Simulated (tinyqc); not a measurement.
Which mechanism rules? Model: leakage currents through a thin dielectric. Computed by tinyqc, a small Python program. Command: `OMP_NUM_THREADS=1 python tinyqc.py 3003386 3003387 out.jsonl leak walk`. One thread of a shared host (Intel(R) Xeon(R) Processor @ 2.30GHz), about 0.01 s of CPU time with the checks.

Electrons leave an electrode with Fermi energy E_F above its band bottom; barriers are counted from the Fermi level, and both electrodes are alike.

Inputs (values chosen for the exercise, modelled on a low-k dielectric):
```
quantity                          value  unit
barrier height phi_B               2.42    eV
tunnelling mass m                  0.47   m_0
optical permittivity k_o              2     -
trap depth phi_t                    1.1    eV
Poole-Frenkel prefactor sigma_0  0.0046  S/cm
thickness t                         2.4    nm
electrode Fermi energy E_F         0.27    eV
electrode mass m_e                  0.3   m_0
voltage V                          0.44     V
temperature T                       398     K
```

Stack: single layer.

Constants: e = 1.602176634e-19 C; eps_0 = 8.8541878128e-12 F/m; k_B = 8.617333262e-05 eV/K; m_0 = 9.1093837015e-31 kg; k_B = 1.380649e-23 J/K; h = 6.62607015e-34 J s; hbar = 1.054571817e-34 J s.

Method:
- Field F = V/t; equivalent oxide thickness 3.9 t/k.
- WKB: a layer of mass m, field F and barrier b(x) = b_0 - e F x gives the exponent (4 sqrt(2 m)/(3 hbar e F)) [b_0^(3/2) - max(b_0 - e F t, 0)^(3/2)] for b_0 > 0; b_0 = barrier - (E - E_F); the transmission is D(E) = exp(-sum of exponents), without image force.
- Tsu-Esaki: J = (e m_e k_B T/(2 pi^2 hbar^3)) int D(E) ln[(1 + exp((E_F - E)/k_B T))/(1 + exp((E_F - eV - E)/k_B T))] dE over the normal energy E (its change with the mass at an interface is neglected) from max(0, E_F - 3 eV) to E_F + largest barrier, by 100 Gauss-Legendre points in each part, split at E_F - 0.3 eV (if inside the range) and E_F + 8 k_B T.
- Schottky emission J = A T^2 exp(-(phi_B - sqrt(e^3 F/(4 pi k_o eps_0)))/k_B T), A = 4 pi e m k_B^2/h^3 with the tunnelling mass; Poole-Frenkel J = sigma_0 F exp(-(phi_t - sqrt(e^3 F/(pi k_o eps_0)))/k_B T); both use the field F of the dielectric.

Current densities (A/cm^2):
```
V (V)  F (MV/cm)  tunnelling    Schottky  Poole-Frenkel
0.088     0.3667   0.0002508  2.3186e-22     2.5873e-07
0.150     0.6250   0.0004085  9.8614e-22     7.9779e-06
0.220     0.9167   0.0005700  3.6381e-21     1.5926e-04
0.310     1.2917   0.0007653  1.4770e-20     3.6985e-03
0.370     1.5417   0.0009078  3.3616e-20     2.2868e-02
0.440     1.8333   0.0011048  8.0974e-20     1.5779e-01
0.530     2.2083   0.0014249  2.2750e-19     1.5003e+00
0.660     2.7500   0.0020710  8.7558e-19     2.7673e+01
```

What follows from these numbers?

The largest current is tunnelling from 0.0880 to 0.220, Poole-Frenkel from 0.310 to 0.660 V. Over the table tunnelling grows by 0.9 decades, Schottky by 3.6 and Poole-Frenkel by 8.0. A plot of ln(J/F) against sqrt(F) for the Poole-Frenkel column has the slope 15.65 per sqrt(MV/cm), from which k_o follows; reading it as Schottky emission would give about k_o/4.

Extremes, crossings and ranges named in words are read from the listed rows.
